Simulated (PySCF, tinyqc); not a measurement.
Inside a calculation. Method: RHF in the sto-3g basis, for H3+, spin multiplicity 1. The lowest restricted solution is unstable here: a spin-polarised one lies 0.0004 hartree lower (PySCF). Computed by tinyqc, a small Python program that keeps every step (integrals from PySCF). Settings: charge = 1, multiplicity = 1, basis = sto-3g, energy threshold = 1e-10, iteration cap = 86, orthogonalisation = symmetric, start = core, DIIS depth = 3, DIIS from iteration = 3, damping = 0.7, method = RHF. Command: `OMP_NUM_THREADS=1 python tinyqc.py 28916 28917 out.jsonl` (the two numbers bound the seeds that draw the settings). One thread of a shared host (Intel(R) Xeon(R) Processor @ 2.60GHz), about 0.05 s of CPU time with the checks. Later iterations appear only in the table of the cycle.

## One-electron integrals

Geometry (angstrom):
```
atom         x         y          z
H     0.000000  0.000000   0.000000
H     0.000000  0.000000   1.052000
H     0.000000  0.000000  -1.052000
```

Basis sto-3g: exponents (1/bohr^2) and contraction coefficients of normalised primitives:
```
element  l (shell)  exponent  coefficient
H            s (1)  3.425251     0.154329
H            s (1)  0.623914     0.535328
H            s (1)  0.168855     0.444635
```

Overlap, kinetic and nuclear-attraction integrals over the contracted functions; the nuclear repulsion is the sum of Za Zb / Rab.

nuclear repulsion = 1.25755041 hartree

overlap S, lower triangle:
```
          1H 1s     2H 1s     3H 1s
1H 1s  1.000000
2H 1s  0.466381  1.000000
3H 1s  0.466381  0.100265  1.000000
```

kinetic energy T (hartree), lower triangle:
```
          1H 1s      2H 1s     3H 1s
1H 1s  0.760032
2H 1s  0.093142   0.760032
3H 1s  0.093142  -0.011038  0.760032
```

nuclear attraction V (hartree), lower triangle:
```
           1H 1s      2H 1s      3H 1s
1H 1s  -2.207454
2H 1s  -0.887373  -1.968490
3H 1s  -0.887373  -0.176688  -1.968490
```

core Hamiltonian H = T + V (hartree), lower triangle:
```
           1H 1s      2H 1s      3H 1s
1H 1s  -1.447422
2H 1s  -0.794232  -1.208458
3H 1s  -0.794232  -0.187725  -1.208458
```

## Two-electron integrals

Functions are numbered as in S; the eight-fold symmetry (ij|kl) = (ji|kl) = (kl|ij) leaves the list below.

Two-electron integrals (ij|kl) in chemists' order, unique and non-zero (hartree):
```
(11|11) 0.774606   (21|11) 0.285941   (21|21) 0.137487   (22|11) 0.461434
(22|21) 0.285941   (22|22) 0.774606   (31|11) 0.285941   (31|21) 0.098580
(31|22) 0.155907   (31|31) 0.137487   (32|11) 0.058644   (32|21) 0.024448
(32|22) 0.045717   (32|31) 0.024448   (32|32) 0.005100   (33|11) 0.461434
(33|21) 0.155907   (33|22) 0.250936   (33|31) 0.285941   (33|32) 0.045717
(33|33) 0.774606
```

## Orthogonalisation

S = U s U^T; symmetric (Loewdin) form X = U s^(-1/2) U^T, so that X^T S X = 1.

eigenvalues of S: 0.388668  0.899735  1.711597

X, lower triangle:
```
           1H 1s     2H 1s     3H 1s
1H 1s   1.216012
2H 1s  -0.296011  1.103311
3H 1s  -0.296011  0.049063  1.103311
```

## Starting guess

The start is the orbitals of the core Hamiltonian; D = 2 C_occ C_occ^T.

D at the start, lower triangle:
```
          1H 1s     2H 1s     3H 1s
1H 1s  1.055467
2H 1s  0.360814  0.123345
3H 1s  0.360814  0.123345  0.123345
```

## Iteration 1: building the Fock matrix

J_ij = sum D_kl (ij|kl), K_ij = sum D_kl (ik|jl); F = H + J - 0.5 K; E = tr D H + tr D J / 2 - 0.25 tr D K + E_nn.

Coulomb J (hartree), lower triangle:
```
          1H 1s     2H 1s     3H 1s
1H 1s  1.358556
2H 1s  0.532685  0.943652
3H 1s  0.532685  0.109718  0.943652
```

exchange K (hartree), lower triangle:
```
          1H 1s     2H 1s     3H 1s
1H 1s  1.288493
2H 1s  0.635161  0.476550
3H 1s  0.635161  0.277056  0.476550
```

Fock matrix F (hartree), lower triangle:
```
           1H 1s      2H 1s      3H 1s
1H 1s  -0.733113
2H 1s  -0.579127  -0.503081
3H 1s  -0.579127  -0.216536  -0.503081
```

total energy of this density = -1.14522012 hartree

This density is the starting one.

## Iteration 1: diagonalisation and new density

Diagonalise F' = X^T F X, C = X C', fill 1 alpha and 1 beta electrons from the bottom; D = 2 C_occ C_occ^T; the new density keeps 0.7 of the old one (damping). Each column has its largest component positive (the first on a tie).

F' = X^T F X (hartree), lower triangle:
```
           1          2          3
1  -0.376318
2  -0.403661  -0.306191
3  -0.403661   0.012287  -0.306191
```

orbital energies (hartree): MO1 -0.907459, MO2 -0.318477, MO3 0.237237

coefficients C:
```
            MO1        MO2        MO3
1H 1s  0.605109   0.000000   1.134801
2H 1s  0.338342   0.745466  -0.798204
3H 1s  0.338342  -0.745466  -0.798204
```

D after iteration 1, lower triangle:
```
          1H 1s     2H 1s     3H 1s
1H 1s  0.958521
2H 1s  0.375410  0.155027
3H 1s  0.375410  0.155027  0.155027
```

## Iteration 2: building the Fock matrix

As before.

Coulomb J (hartree), lower triangle:
```
          1H 1s     2H 1s     3H 1s
1H 1s  1.333110
2H 1s  0.527403  0.947204
3H 1s  0.527403  0.108680  0.947204
```

exchange K (hartree), lower triangle:
```
          1H 1s     2H 1s     3H 1s
1H 1s  1.245051
2H 1s  0.634024  0.499881
3H 1s  0.634024  0.283773  0.499881
```

Fock matrix F (hartree), lower triangle:
```
           1H 1s      2H 1s      3H 1s
1H 1s  -0.736838
2H 1s  -0.583840  -0.511194
3H 1s  -0.583840  -0.220932  -0.511194
```

total energy of this density = -1.15391052 hartree

This density is a damped mixture and is not idempotent.

## Iteration 2: diagonalisation and new density

As before.

F' = X^T F X (hartree), lower triangle:
```
           1          2          3
1  -0.377232
2  -0.405484  -0.313673
3  -0.405484   0.008935  -0.313673
```

orbital energies (hartree): MO1 -0.915570, MO2 -0.322609, MO3 0.233600

coefficients C:
```
            MO1        MO2        MO3
1H 1s  0.600035   0.000000   1.137492
2H 1s  0.341904   0.745466  -0.796685
3H 1s  0.341904  -0.745466  -0.796685
```

D after iteration 2, lower triangle:
```
          1H 1s     2H 1s     3H 1s
1H 1s  0.886990
2H 1s  0.385880  0.178658
3H 1s  0.385880  0.178658  0.178658
```

## Iteration 3: building the Fock matrix

As before.

Coulomb J (hartree), lower triangle:
```
          1H 1s     2H 1s     3H 1s
1H 1s  1.314256
2H 1s  0.523489  0.949844
3H 1s  0.523489  0.107910  0.949844
```

exchange K (hartree), lower triangle:
```
          1H 1s     2H 1s     3H 1s
1H 1s  1.212774
2H 1s  0.633083  0.517131
3H 1s  0.633083  0.288708  0.517131
```

Fock matrix F (hartree), lower triangle:
```
           1H 1s      2H 1s      3H 1s
1H 1s  -0.739554
2H 1s  -0.587284  -0.517180
3H 1s  -0.587284  -0.224169  -0.517180
```

total energy of this density = -1.16044782 hartree

This density is a damped mixture and is not idempotent.

## Iteration 3: diagonalisation and new density

As before.

F' = X^T F X (hartree), lower triangle:
```
           1          2          3
1  -0.377906
2  -0.406790  -0.319212
3  -0.406790   0.006450  -0.319212
```

orbital energies (hartree): MO1 -0.921543, MO2 -0.325663, MO3 0.230875

coefficients C:
```
            MO1        MO2        MO3
1H 1s  0.596296   0.000000   1.139457
2H 1s  0.344518   0.745466  -0.795558
3H 1s  0.344518  -0.745466  -0.795558
```

D after iteration 3, lower triangle:
```
          1H 1s     2H 1s     3H 1s
1H 1s  0.834234
2H 1s  0.393377  0.196276
3H 1s  0.393377  0.196276  0.196276
```

## Iteration 55 (converged): orbitals

converged F (hartree), lower triangle:
```
           1H 1s      2H 1s      3H 1s
1H 1s  -0.746839
2H 1s  -0.596601  -0.533968
3H 1s  -0.596601  -0.233191  -0.533968
```

Diagonalise F' = X^T F X, C = X C', fill 1 alpha and 1 beta electrons from the bottom; D = 2 C_occ C_occ^T. Each column has its largest component positive (the first on a tie).

F' = X^T F X (hartree), lower triangle:
```
           1          2          3
1  -0.379788
2  -0.410051  -0.334948
3  -0.410051  -0.000653  -0.334948
```

orbital energies (hartree): MO1 -0.938015, MO2 -0.334295, MO3 0.222626

coefficients C:
```
            MO1        MO2        MO3
1H 1s  0.585743   0.000000   1.144917
2H 1s  0.351854   0.745466  -0.792341
3H 1s  0.351854  -0.745466  -0.792341
```

D after iteration 55, lower triangle:
```
          1H 1s     2H 1s     3H 1s
1H 1s  0.686190
2H 1s  0.412192  0.247602
3H 1s  0.412192  0.247602  0.247602
```

## Convergence

Stop when the energy changes by less than 1e-10 hartree and every element of the error matrix X^T (F D S - S D F) X is below 3e-06.

Course of the cycle:
```
iteration  E (hartree)     change  largest element of the error matrix
1          -1.14522012          -                             1.77e-01
2          -1.15391052  -8.69e-03                             1.32e-01
3          -1.16044782  -6.54e-03                             9.77e-02
4          -1.16527169  -4.82e-03                             7.25e-02
5          -1.16876900  -3.50e-03                             5.08e-02
6          -1.17130728  -2.54e-03                             3.56e-02
7          -1.17312823  -1.82e-03                             2.49e-02
8          -1.17442447  -1.30e-03                             1.74e-02
9          -1.17534240  -9.18e-04                             1.22e-02
10         -1.17599013  -6.48e-04                             8.54e-03
11         -1.17644607  -4.56e-04                             5.98e-03
12         -1.17676646  -3.20e-04                             4.19e-03
13         -1.17699135  -2.25e-04                             2.93e-03
14         -1.17714907  -1.58e-04                             2.05e-03
...                ...        ...                                  ...
42         -1.17751801  -7.29e-09                             9.44e-08
43         -1.17751802  -5.10e-09                             6.61e-08
44         -1.17751802  -3.57e-09                             4.62e-08
45         -1.17751802  -2.50e-09                             3.24e-08
46         -1.17751802  -1.75e-09                             2.27e-08
47         -1.17751803  -1.22e-09                             1.59e-08
48         -1.17751803  -8.57e-10                             1.11e-08
49         -1.17751803  -6.00e-10                             7.77e-09
50         -1.17751803  -4.20e-10                             5.44e-09
51         -1.17751803  -2.94e-10                             3.81e-09
52         -1.17751803  -2.06e-10                             2.67e-09
53         -1.17751803  -1.44e-10                             1.87e-09
54         -1.17751803  -1.01e-10                             1.31e-09
55         -1.17751803  -7.06e-11                             9.14e-10
```

PySCF RHF in the same basis = -1.17751803 hartree

Converged in 55 iterations.

## Populations, bond orders and dipole

Mulliken: Z minus the diagonal of D S on the atom; Loewdin: the same with S^(1/2) D S^(1/2); Mayer order: 2 sum_s sum (D(s) S)_ij (D(s) S)_ji over the two atoms.

Charges (e):
```
atom   Mulliken    Loewdin
1H    -0.070667  -0.038071
2H     0.535333   0.519035
3H     0.535333   0.519035
```

Mayer bond orders:
```
pair     order
2-1   0.497503
3-1   0.497503
3-2   0.215915
```

dipole moment about the origin, x y z (debye): 0.000000  0.000000  0.000000
